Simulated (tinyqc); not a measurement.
Worked calculation: Gamma, L and X subbands of a thin body with non-parabolic valleys. Values are carried at full precision from step to step, so a last printed digit may differ when a step is redone from the rounded ones.

Hard walls, flat band, c = hbar^2/2m0, energies from the bulk Gamma edge. For a valley at angle theta to the normal 1/m_z = cos^2/ml + sin^2/mt and m_d = sqrt(ml mt^2/m_z). Subband n starts at E_v + e with e (1 + a e) = c (n pi/t)^2/m_z, and its density-of-states mass is taken as m_d (1 + 2 a e), without further growth at higher in-plane energy. Groups are named by valley and degeneracy.

Constants: hbar^2/2m0 = 3.80998211 eV angstrom^2; kB = 8.617333262e-05 eV/K.

Values chosen for the exercise (near those of a thin GaAs channel; not measured data): face = 100 (surface); mG = 0.0663 m0 (Gamma mass); aG = 0.57 1/eV (Gamma non-parabolicity); EL = 0.276 eV (L edge above Gamma); mL = (1.956, 0.077) m0 (L valleys (four, along <111>): ml, mt); EX = 0.479 eV (X edge above Gamma); mX = (1.302, 0.224) m0 (X valleys (three, along <100>): ml, mt); aS = 0.48 1/eV (non-parabolicity of L and X); t = 58 angstrom (body thickness); Ns = 5.5 x 1e12/cm^2 (sheet density); T = 300 K (temperature); eot = 7 angstrom (equivalent oxide thickness).

## Valley groups

List degeneracy, edge, m_z, m_d and a.

Groups:
```
group  g  E_v (eV)     m_z     m_d  a (1/eV)
G1     1     0.000  0.0663  0.0663      0.57
L4     4     0.276  0.1133  0.3200      0.48
X1     1     0.479  1.3020  0.2240      0.48
X2     2     0.479  0.2240  0.5400      0.48
```

## Subband edges

n = 1 to 8 for each group; list the ten lowest.

Subbands:
```
subband  g  E (eV)  DOS mass
G1 n=1   1  0.1549    0.0780
L4 n=1   4  0.3704    0.3490
X1 n=1   1  0.4876    0.2258
X1 n=2   1  0.5128    0.2313
G1 n=2   1  0.5202    0.1056
X2 n=1   2  0.5278    0.5653
X1 n=3   1  0.5536    0.2400
X1 n=4   1  0.6083    0.2518
L4 n=2   4  0.6154    0.4242
X2 n=2   2  0.6625    0.6352
```

The lowest subband is G1 n=1, 215 meV below L4 n=1; in the bulk the lowest valley is Gamma.

## Filling and quantum capacitance

n_i = g m/(2 pi c) kB T ln(1 + exp((EF - E_i)/kB T)), sum n_i = Ns (1e12/cm^2 = 1e-4/angstrom^2), c = hbar^2/2m0. Quantum capacitance Cq = 1602.176634 sum g m/(2 pi c) f_i in microfarad/cm^2 with f_i = 1/(1 + exp((E_i - EF)/kB T)); Cox = 34.5313/eot (one gate); C/Cox = Cq/(Cq + Cox), the centroid term left out.

Over the ten listed subbands, named by valley (G, L, X), degeneracy and number.

EF = 0.2971 eV

n_i in the order of the list (1e12/cm^2): 4.636  0.859  0.002  0.001  0.000  0.002  0.000  0.000  0.000  0.000

Cq = 10.40 microfarad/cm^2
Cox = 4.933 microfarad/cm^2
C/Cox = 0.678

EF lies 142 meV above the lowest edge; Gamma holds 84 % of the electrons. The low density of states costs 32 % of the gate capacitance.

## Checks

- Cq against the slope dNs/dEF by finite differences, microfarad/cm^2: both 10.40.

Run: tinyqc, `OMP_NUM_THREADS=1 python tinyqc.py 1250042 1250043 out.jsonl`; Intel(R) Xeon(R) Processor @ 2.30GHz, one thread, shared host; about 0.05 s of CPU time with all checks.
